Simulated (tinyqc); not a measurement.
# Worked calculation: AlGaN/GaN HEMT with access regions, lumped model

Computed by the program tinyqc: `OMP_NUM_THREADS=1 python tinyqc.py 2570079 2570080 out.jsonl`, one thread of a shared Intel Xeon 2.30GHz, about 0.02 s for the whole run. Printed values are rounded.

A polarisation-induced electron sheet under a Schottky gate, in series with two ungated access regions and contacts. Drift law v = mu E/(1 + mu E/vs) under the gate. Currents in mA/mm, resistances in ohm mm. No self-heating, no channel-length modulation; fits for polarisation, barrier and offset are chosen for the exercise.

Parameters, values chosen for the exercise; values close to those of AlGaN/GaN structures: aluminium share of the barrier x = 0.32; barrier thickness d = 25 nm; relative permittivity of barrier and channel eps_r = 9.1; channel mobility mu = 1900 cm^2/(V s); saturation velocity vs = 1e7 cm/s; gate length Lg = 1.5 um; source access length Ls = 1.5 um; drain access length Ld = 16 um; resistance of each contact Rc = 0.3 ohm mm; share of the drain-access electrons removed by traps ft = 0.12; gate voltage Vg = -0.5 V; drain voltage Vd = 2 V; critical field Ec = 3.4 MV/cm; depth over which the depleted charge spreads te = 0.49 um; insulator under the field plate tf = 300 nm; relative permittivity of that insulator ei = 7.

Constants: q = 1.602176634e-19 C, eps0 = 8.8541878128e-14 F/cm where lengths are in cm. Results are converted to the units shown.

## Polarisation charge, threshold and sheet resistance

sigma = (5e13 x + 1.6e13 x^2) cm^-2, phiB = 0.84 + 1.3 x, dEc = 0.7 (1.71 x + x^2) in volts, Cb = eps0 eps_r/d, VT = phiB - dEc - q sigma/Cb, access density n0 = -Cb VT/q. Rsh = 1/(q mu n0); largest access current q n0 vs.

sigma = 1.763840e13 cm^-2
Cb = 0.3222924 uF/cm^2
VT = -7.967102 V
n0 = 1.602655e13 cm^-2
Rsh = 204.9726 ohm
q n0 vs = 2567.737 mA/mm

## Iteration 1: drain current

I at the start = 310 mA/mm

Access resistance R(L, n) = L/(q mu n sqrt(1 - (I/(q n vs))^2)); Rs = Rc + R(Ls, n0), Rd = Rc + R(Ld, (1 - ft) n0). Vg' = Vg - I Rs, Vd' = Vd - I (Rs + Rd); with u = Vg' - VT, Vc = vs Lg/mu and w the smaller of Vd' and Vc [sqrt(1 + 2 u/Vc) - 1] (0 if negative), the channel gives (mu Cb/Lg)(u w - w^2/2)/(1 + w/Vc). I(new) = I + 0.1 (channel current - I).

Rs = 0.6097244 ohm mm
Rd = 4.062350 ohm mm
Vg' = -0.6890146 V
Vd' = 0.5516568 V
channel current = 928.2955 mA/mm
I after iteration 1 = 371.8296 mA/mm

## Iteration 2: drain current

As before.

Rs = 0.6107342 ohm mm
Rd = 4.078281 ohm mm
Vg' = -0.7270890 V
Vd' = 0.2564855 V
channel current = 562.0513 mA/mm
I after iteration 2 = 390.8517 mA/mm

## Course of the iteration: drain current

Stop when I changes by less than 1e-6 mA/mm, or after 60 iterations. I must stay below q (1 - ft) n0 vs.

Course of the iteration:
```
iteration,I (mA/mm),|change| (mA/mm)
1,371.8296,61.8
2,390.8517,19.0
3,391.5775,0.726
4,391.5371,0.0403
5,391.5395,2.39e-3
6,391.5394,1.41e-4
7,391.5394,8.30e-6
8,391.5394,4.89e-7
```

Converged in 8 iterations. At the end each change is about 0.059 times the one before, with alternating sign: linear convergence. Of Vd, 8.08 % reaches the channel; the access current is 17 % of its limit.

## On-resistance and breakdown

sigma = (5e13 x + 1.6e13 x^2) cm^-2, phiB = 0.84 + 1.3 x, dEc = 0.7 (1.71 x + x^2) in volts, Cb = eps0 eps_r/d, VT = phiB - dEc - q sigma/Cb, access density n0 = -Cb VT/q. Ron = 2 Rc + Ls/(q mu n0) + Ld/(q mu (1 - ft) n0) + Lg/(mu Cb (Vg - VT)). Off state: a depleted stretch that holds the voltage V has the peak field sqrt(k V), k = 2 q n0/(eps0 eps_r te), so one edge holds V1 = Ec^2/k. The sheet under the plate pinches off at Vf = q n0 (1/Cb + tf/(eps0 ei)); beyond it the gate edge is screened. BV = V1 if Vf >= V1, else Vf + V1, and at most Ec Ld. Specific resistance Ron (Ls + Lg + Ld); figure of merit BV^2 over it.

Ron = 4.962281 ohm mm
Vf = 132.2539 V
V1 = 88.87171 V
BV = 88.87171 V
specific resistance = 0.9428334 mohm cm^2
figure of merit = 8.377070 MW/cm^2

The plate pinches off too late to screen the gate edge, so it adds nothing.
